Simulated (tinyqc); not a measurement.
Planar ballistic transistor, top-of-the-barrier model: two steps of the calculation.

At the top of the source barrier, states moving towards the drain are filled by the source (Fermi level 0) and states moving back by the drain (Fermi level -q Vd); nothing scatters. U is the shift of the band edge there, set by the capacitances CG, CD and CS (the total) and by the charge. Parabolic two-dimensional band; the source is grounded.

Values chosen for this exercise; mass and valleys close to those of indium arsenide: temperature T = 300 K; effective mass m = 0.0286 m0; valley degeneracy gv = 1; relative permittivity of the gate insulator eox = 3.9; insulator thickness tox = 2.1 nm; gate control CG/CS aG = 0.93; drain control CD/CS aD = 0.05; band edge at the barrier top above the source Fermi level at zero bias E0 = 0.39 eV; gate voltage Vg = 0.44 V; drain voltage Vd = 0.6 V.

Constants: q = 1.602176634e-19 C, kB = 1.380649e-23 J/K, hbar = 1.054571817e-34 J s, m0 = 9.1093837015e-31 kg, Vt = kB T/q, eps0 = 8.8541878128e-14 F/cm where lengths are in cm. Results are converted to the units shown.

Problem 1. Density of states, capacitances and charge at zero bias. N0 = gv m kB T/(pi hbar^2), CG = eps0 eox/tox, vT = sqrt(2 kB T/(pi m)), CS = CG/aG, n0 = n at U = 0 and Vd = 0. eta1 = -(E0 + U)/Vt, eta2 = eta1 - Vd/Vt, n = (N0/2)[F_0(eta1) + F_0(eta2)], F_0(x) = ln(1 + exp x). UL = -(aG Vg + aD Vd).

Wanted: N0; CG; CS; n0; UL.

Solution 1.

N0 = 3.089e11 cm^-2
CG = 1.644 uF/cm^2
CS = 1.768 uF/cm^2
n0 = 8.671e4 cm^-2
UL = -0.4392 eV

Problem 2. Current, mean velocity and share of the gate voltage. I = q (N0/2) vT [F_(1/2)(eta1) - F_(1/2)(eta2)] per width, F_(1/2)(x) = (2/sqrt(pi)) int_0^infinity u^(1/2)/(1 + exp(u - x)) du. Mean velocity I/(q n). CQ = (q/Vt) dn/d(eta1); the band edge follows the gate as -dU/dVg = aG/(1 + CQ/CS).

converged U = -0.41939539 eV

Give: eta1; n; I; mean velocity; CQ; -dU/dVg.

Solution 2.

eta1 = 1.137
n = 2.186e11 cm^-2
I = 135.4 uA/um
mean velocity = 3.868e7 cm/s
CQ = 0.7246 uF/cm^2
-dU/dVg = 0.6597 eV/V

The carriers from the source are near degeneracy (eta1 = 1.14), and the mean velocity is 1.22 times vT = sqrt(2 kB T/(pi m)) = 3.18e7 cm/s.

Computed by the program tinyqc: `OMP_NUM_THREADS=1 python tinyqc.py 2400073 2400074 out.jsonl`, one thread of a shared Intel Xeon 2.30GHz, about 0.01 s for the whole run.
